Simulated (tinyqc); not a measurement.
Mesh and choice of bands: charge neutrality level from zone-averaged pseudopotential bands.

Empirical pseudopotential on the fcc lattice, atoms at +/- tau, tau = a (1,1,1)/8, no spin-orbit coupling. H(G,G') = c (2 pi/a)^2 |k + G|^2 delta + VS(q) cos(q.tau) + i VA(q) sin(q.tau), q = G - G', c = hbar^2/2m0; k and G in units of 2 pi/a; VS at |q|^2 = 3, 8, 11 and VA at 3, 4, 11, in rydberg, zero elsewhere. At each k the basis holds all G with |k + G|^2 up to 16; energies are counted from the fourth level at Gamma.

Mesh: k = sum_i (n_i + 1/2)/N b_i, n_i = 0 ... N - 1, b = (-1,1,1), (1,-1,1), (1,1,-1); points with the same sorted |kx|, |ky|, |kz| after folding to the shortest k + G are joined, with their count as weight. Neutrality (branch-point) level: E_N = (1/2) mean over k of [E5 + (E3 + E4)/2], E_n the n-th level from below.

Constants: hbar^2/2m0 = 3.80998211 eV angstrom^2; Ry = 13.60569312 eV.

Parameters, chosen for this exercise (out of a larger set: classic local form factors of the size used for Si, without spin-orbit coupling; not measured data): a = 5.421 angstrom (lattice constant); VS = (-0.211, 0.04, 0.08) Ry (symmetric form factors); VA = (0, 0, 0) Ry (antisymmetric form factors).

E_N with E5 alone, and with (E5 + E6)/2 in its place.

Results:
```
N  joined points  E_N (eV)  E_N, two conduction bands (eV)
1              1    0.2652                          0.7920
2              2   -0.2771                          0.4186
3              6   -0.0111                          0.3686
4             10   -0.0281                          0.3823
5             19   -0.0180                          0.3656
```

For scale, the lowest gap of this set is 0.77 eV. Against N = 5 the errors are +283, -259, +7 and -10 meV for N = 1 to 4 (N = 1 is the L point alone). Taking the second conduction band in moves E_N by +0.38 eV, more than the mesh error at N = 2: the definition, not the mesh, limits the estimate. Local form factors place the indirect gaps only to a few tenths of an eV, and E_N moves with them.

Run: tinyqc, `OMP_NUM_THREADS=1 python tinyqc.py 1850259 1850260 out.jsonl`; Intel(R) Xeon(R) Processor @ 2.30GHz, one thread, shared host; about 0.1 s of CPU time with all checks.
